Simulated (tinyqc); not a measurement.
Worked calculation: microkinetic model of low-temperature epitaxy from hydride gases: adsorption, hydrogen desorption and rate control. Computed by tinyqc, a small Python program that keeps every step. Command: `OMP_NUM_THREADS=1 python tinyqc.py 3024193 3024194 out.jsonl hepi walk`. One thread of a shared host (Intel(R) Xeon(R) Processor @ 2.30GHz), about 0.01 s of CPU time with the checks. Intermediate numbers are printed to about 6 digits and carried at full precision; extremes and crossings named in words are read from the listed rows.

Each hydride molecule needs two free sites and leaves four hydrogen atoms, of which two leave at once as H2; theta is the hydrogen coverage, the site density is 6.78 per nm^2 and one layer is 1.358 angstrom thick.

Inputs (values chosen for the exercise, close to those used for silane and germane on Si(001)):
```
quantity                                           value  unit
silane pressure p_S                                0.052    Pa
sticking prefactor of silane s0                    0.015     -
adsorption barrier E_s                              0.25    eV
desorption prefactor nu_d                        4.8e+12   1/s
desorption energy on silicon E_d                    2.07    eV
hydrogen carrier pressure p_H                          0    Pa
sticking of hydrogen s_H                         4.1e-07     -
temperature T                                        800     C
germane pressure p_G                              0.0038    Pa
sticking ratio of germane to silane r_G              4.9     -
lowering of E_d per unit germanium fraction, dE     0.39    eV
```

Film: silicon-germanium. Order of hydrogen desorption: first.

Constants: k_B = 8.617333262e-05 eV/K; u = 1.6605390666e-27 kg; k_B = 1.380649e-23 J/K.

## Rate constants

Flux per site F = p/(sqrt(2 pi M k_B T) x 6.78e18 per m^2), M = 32.12 u (silane), 76.63 u (germane), 2.016 u (hydrogen); s = s0 exp(-E_s/(k_B T)); k_S = s F_S, k_G = r_G s F_G; germanium fraction x = k_G/(k_S + k_G); k = k_S + k_G; k_H = s_H F_H; k_d = nu_d exp(-(E_d - dE x)/(k_B T)). Temperatures in kelvin are T(C) + 273.15.

k = 0.134703 1/s

germanium fraction x = 0.188198

k_H = 0 1/s

k_d = 2016.97 1/s

## Coverage and growth rate

With k the hydride and k_H the hydrogen adsorption rate on free pairs and k_d the desorption rate, steady state: 2 (k + k_H)(1 - theta)^2 = k_d theta; growth rate R = k (1 - theta)^2 layers/s; 1 layer/s = 8.148 nm/min. With c = 2 (k + k_H)/k_d the free share is 1 - theta = 2/(1 + sqrt(1 + 4c)).

c = 1.33570e-04

hydrogen coverage theta = 1.33534e-04

growth rate R in layers = 0.134667 layers/s

growth rate G = 1.09727 nm/min

The surface is mostly bare: the arrival of hydride limits growth.

## Degrees of rate control

X_i = d ln R/d ln k_i at fixed other constants. With f = 1 - theta and a = 2/f + 1/theta: d ln f/d ln k_d = 1/(a f), so X_d = 2/(a f), X_k = 1 - X_d k/(k + k_H), X_H = -X_d k_H/(k + k_H); they sum to 1.

X_d (desorption) = 2.67033e-04

X_k (hydride adsorption) = 0.999733

X_H (hydrogen adsorption) = 0

## Two regimes over temperature

Limits: desorption-limited R = k_d k/(2 (k + k_H)), adsorption-limited R = k.

Growth:
```
T (C)        theta  G (nm/min)  desorption limit (nm/min)  adsorption limit (nm/min)
400    7.55353e-01     0.01664                2.20283e-02                    0.27800
450    4.53490e-01     0.10792                2.37977e-01                    0.36133
500    1.66515e-01     0.31467                1.88976e+00                    0.45297
550    4.32588e-02     0.50470                1.16670e+01                    0.55137
600    1.09584e-02     0.64079                5.84750e+01                    0.65507
650    3.07979e-03     0.75801                2.46124e+02                    0.76270
700    9.74947e-04     0.87132                8.93709e+02                    0.87302
750    3.44045e-04     0.98428                2.86089e+03                    0.98495
800    1.33534e-04     1.09727                8.21715e+03                    1.09756
850    5.63140e-05     1.20993                2.14854e+04                    1.21006
```

The apparent activation energy of G is 1.57 eV between the first rows and 0.20 eV between the last; full hydrogen cover gives a value near the desorption energy (plus E_s where k_H far exceeds k), a bare surface one near E_s less k_B T/2 from the flux. The coverage passes one half between 400 and 450 C, the knee of the Arrhenius plot.

Checks made by the program: steady coverage against time integration of d theta/dt (relative difference below 1e-10); degree of control against a finite difference (relative difference 3e-09).
